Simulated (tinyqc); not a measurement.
Hubbard ring of 3 sites, step by step. Computed by tinyqc, a small Python program that keeps every step. Settings: hopping = 0.52, U = 1.5, mixing = 0.5, iteration cap = 63. Command: `OMP_NUM_THREADS=1 python tinyqc.py 23959 23960 out.jsonl` (the two numbers bound the seeds that draw the settings). One thread of a shared host (Intel(R) Xeon(R) Processor @ 2.60GHz), about 0.2 s of CPU time with the checks. Later iterations appear only in the table of the cycle.

## Mean-field iteration 1

one-body matrix (hopping and site energies) (eV), lower triangle:
```
         1        2       3
1   0.9300
2  -0.5200  -0.5800
3  -0.5200  -0.5200  0.4300
```

U = 1.5000 eV

electrons, up and down: 2  1

mixing = 0.5000

n(up) at the start (a guess, not normalised): 1 0.6670, 2 0.6670, 3 0.6670

n(down) at the start (a guess): 1 0.3330, 2 0.3330, 3 0.3330

H(up) = T + U n(down), H(down) = T + U n(up); fill the lowest levels; n(new) = n + mixing (n(out) - n); E = tr T (rho up + rho down) + U sum n_up n_down of the output.

levels, up (eV): -0.5415  1.0447  1.7753

levels, down (eV): -0.0405  1.5457  2.2763

energy = -0.2357 eV

n(up) after iteration 1: 1 0.4497, 2 0.8270, 3 0.7238

n(down) after iteration 1: 1 0.2220, 2 0.5242, 3 0.2533

## Mean-field iteration 2

As before.

levels, up (eV): -0.4007  1.0532  1.6268

levels, down (eV): 0.0904  1.6072  2.0831

energy = -0.3013 eV

n(up) after iteration 2: 1 0.3423, 2 0.9020, 3 0.7560

n(down) after iteration 2: 1 0.2007, 2 0.5744, 3 0.2247

## Convergence

Each step fills the lowest levels of T + U n(other spin) and sets n(new) = n + mixing (n(out) - n); stop when output and input agree to 1e-8.

Course of the cycle:
```
iteration     E (eV)  largest |n(out) - n(in)|  mean |n_up - n_down|
1          -0.235708                  4.35e-01                0.3333
2          -0.301330                  2.15e-01                0.3333
3          -0.323059                  1.16e-01                0.3346
4          -0.330459                  6.93e-02                0.3626
5          -0.333702                  4.56e-02                0.3825
6          -0.335361                  3.30e-02                0.3968
7          -0.336255                  2.50e-02                0.4071
8          -0.336744                  1.86e-02                0.4145
9          -0.337013                  1.36e-02                0.4200
10         -0.337160                  9.93e-03                0.4240
11         -0.337241                  7.24e-03                0.4269
...              ...                       ...                   ...
46         -0.337339                  1.68e-07                0.4349
47         -0.337339                  1.24e-07                0.4349
48         -0.337339                  9.16e-08                0.4349
49         -0.337339                  6.75e-08                0.4349
50         -0.337339                  4.98e-08                0.4349
51         -0.337339                  3.67e-08                0.4349
52         -0.337339                  2.71e-08                0.4349
53         -0.337339                  2.00e-08                0.4349
54         -0.337339                  1.47e-08                0.4349
55         -0.337339                  1.09e-08                0.4349
56         -0.337339                  8.01e-09                0.4349
```

local moments n_up - n_down: 1 -0.1524, 2 0.4640, 3 0.6884

Converged in 56 iterations. Before convergence this energy mixes input and output and is not variational, so it may rise towards its limit.

## The many-body Hamiltonian

Basis: all placements (u, d, 2, 0 on each site), up operators ordered before down ones; hops carry the sign of the same-spin electrons passed.

H (eV), lower triangle:
```
         2u0      u20      uud      20u      udu      u02      duu      02u
2u0   2.7800
u20  -0.5200   1.2700
uud  -0.5200  -0.5200   0.7800
20u  -0.5200   0.0000   0.0000   3.7900
udu   0.0000  -0.5200   0.0000  -0.5200   0.7800
u02   0.0000   0.0000  -0.5200  -0.5200  -0.5200   3.2900
duu   0.5200   0.0000   0.0000  -0.5200   0.0000   0.0000   0.7800
02u   0.0000   0.5200   0.0000   0.0000  -0.5200   0.0000  -0.5200   0.7700
0u2   0.0000   0.0000   0.5200   0.0000   0.0000  -0.5200  -0.5200  -0.5200

        0u2
0u2  1.7800
```

## Exact diagonalisation (9 states)

Lowest levels of the sector, and the double occupancy of the lowest state.

lowest levels (eV): -0.4095  -0.0476  0.7800  1.0286  1.7234  2.0825

double occupancy per site = 0.1955

The mean-field solution above lies 0.0722 eV above the exact energy.

## The lowest level by Lanczos steps

From a random start vector (not printed): a_j = <q_j|H|q_j>, b_j = norm of the remainder after orthogonalising; the Ritz value is the lowest eigenvalue of the tridiagonal matrix of a and b so far.

Lanczos:
```
j  a_j (eV)  b_j (eV)  lowest Ritz value (eV)
1    2.2785    1.8122                2.278489
2    2.0529    1.2412                0.350011
3    2.3007    0.8554               -0.030341
4    2.5387    1.1660               -0.076288
5    1.0158    1.1030               -0.119397
6    1.5713    1.0036               -0.275694
7    1.4518    0.5410               -0.397998
8    1.7816    0.0113               -0.409541
9    1.0287         0               -0.409541
```
